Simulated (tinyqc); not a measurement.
# Changing the energy relaxation time tau_E

Model: velocity overshoot from momentum and energy balance equations after a field step. Computed by tinyqc, a small Python program. Command: `OMP_NUM_THREADS=1 python tinyqc.py 3023664 3023665 out.jsonl overshoot sweep`. One thread of a shared host (Intel(R) Xeon(R) Processor @ 2.30GHz), about 0.03 s of CPU time with the checks.

At t = 0 the field jumps from 0 to F in a uniform sample. v is the drift velocity and u = w - (3/2) k_B T the excess energy per carrier.

Inputs (values chosen for the exercise, modelled on electrons in 4H-SiC except for tau_E): effective mass m = 0.35 m_0; low-field mobility mu_0 = 870 cm^2/(V s); saturation velocity v_s = 2.1 1e7 cm/s; field after the step F = 25 kV/cm; lattice temperature T = 300 K; time step dt = 15 fs.

Scheme: explicit Euler.

Constants: m_0 = 9.1093837015e-31 kg; e = 1.602176634e-19 C; k_B = 8.617333262e-05 eV/K.

Method:
- dv/dt = e F/m - v/tau_m(u), du/dt = e F v - u/tau_E, tau_m(u) = tau_0/(1 + c u), tau_0 = m mu_0/e, c = mu_0/(e tau_E v_s^2); this choice gives the steady state v (1 + mu_0 F v/v_s^2) = mu_0 F, which saturates at v_s. Steady velocity v = 2 mu_0 F/(1 + sqrt(1 + 4 (mu_0 F/v_s)^2)); u = e F v tau_E; carrier temperature T + 2u/(3 k_B), neglecting the drift energy m v^2/2.
- Step: v_new = v + dt (e F/m - v/tau_m(u)), u_new = u + dt (e F v - u/tau_E). Start v = u = 0; the distance adds dt (v + v_new)/2.
- Run to 8 times the larger of tau_E and tau_0, but at most 20001 steps, and stop early if |v| > 1000 v_s or u < -1/(2c); the run is accepted if the last v is within 0.5 % of the steady value.

One run for each value; columns: (1) energy relaxation time tau_E (ps); (2) peak over steady velocity; (3) time of the peak (fs); (4) distance at the peak (nm); (5) steady carrier temperature (K):
```
(1)      (2)  (3)     (4)     (5)
0.10  1.0529  270  26.921   554.9
0.15  1.0984  285  29.678   682.4
0.24  1.1590  300  32.703   911.8
0.36  1.2147  330  38.132  1217.8
0.55  1.2735  360  43.887  1702.1
0.85  1.3320  390  49.908  2466.9
1.30  1.3859  435  58.833  3614.1
2.00  1.4355  480  68.095  5398.7
```

Over the rows, peak over steady velocity rises from 1.05 to 1.44 (exponent d ln y / d ln x 0.10 between the first rows and 0.082 between the last); time of the peak (fs) rises from 270 to 480 (exponent d ln y / d ln x 0.13 between the first rows and 0.23 between the last); distance at the peak (nm) rises from 26.9 to 68.1 (exponent d ln y / d ln x 0.24 between the first rows and 0.34 between the last). The steady velocity is the same in every row; a longer tau_E delays the heating and so lets v climb further towards mu_0 F.

Caution (rows 2.00): the excess energy exceeds 0.5 eV, where non-parabolicity, upper valleys and impact ionisation matter.

Extremes, crossings and ranges named in words are read from the listed rows.
